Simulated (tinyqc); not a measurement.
Hot electrons in a saturated n-channel MOSFET, lucky-electron model: two steps of the calculation.

Beyond pinch-off the lateral field grows as Esat cosh(y/l) over the velocity-saturated region (pseudo-two-dimensional model). Impact ionisation in this region gives the substrate current, which biases the body forward through Rsub. Currents are per width. Local-field laws: they overstate ionisation when the field peak is narrower than an energy relaxation length.

Inputs (values chosen for the exercise); values close to those of silicon n-channel devices:

| symbol | value | unit | meaning |
|---|---|---|---|
| L | 0.18 | um | channel length |
| tox | 4.2 | nm | oxide thickness |
| xj | 68 | nm | junction depth |
| VT | 0.69 | V | threshold |
| mu | 300 | cm^2/(V s) | effective mobility |
| vs | 9e6 | cm/s | saturation velocity |
| Ai | 2e6 | 1/cm | ionisation prefactor |
| Bi | 1.87 | MV/cm | ionisation field |
| Rd | 200 | ohm um | resistance of the lightly doped drain |
| Rsub | 5800 | ohm um | substrate resistance |
| kb | 0.29 |  | fall of VT per volt of forward body bias |
| Vd | 1.6 | V | drain voltage |
| Vg | 0.8 | V | gate voltage |

Constants: eps0 = 8.8541878128e-14 F/cm where lengths are in cm. Results are converted to the units shown.

Problem 1. Length and field scales. Cox = 3.9 eps0/tox, l = sqrt(3 tox xj), Esat = 2 vs/mu.

Wanted: Cox; l; Esat; Esat L.

Solution 1.

Cox = 0.82217 uF/cm^2
l = 29.271 nm
Esat = 0.060000 MV/cm
Esat L = 1.0800 V

Problem 2. Body bias from the substrate current. Cox = 3.9 eps0/tox. Overdrive g = Vg - VT + kb Vb; Vdsat = g Esat L/(g + Esat L); Id = Cox vs (g - Vdsat); dV = Vd - Id Rd - Vdsat; Em = sqrt((dV/l)^2 + Esat^2); Isub = Id (Ai/Bi) l Em exp(-Bi/Em). Vb(new) = Rsub Isub.

Vb after iteration 1 = 0.0018719533 V
l = 29.271146 nm
Esat = 0.06 MV/cm

Give: Vdsat; Id; dV; Em; Isub; Vb after iteration 2.

Solution 2.

Vdsat = 0.1003 V
Id = 7.595 uA/um
dV = 1.498 V
Em = 0.5153 MV/cm
Isub = 0.3253 uA/um
Vb after iteration 2 = 0.001887 V

Program tinyqc, `OMP_NUM_THREADS=1 python tinyqc.py 2550114 2550115 out.jsonl`; Intel Xeon 2.30GHz, shared host, one thread, about 0.01 s.
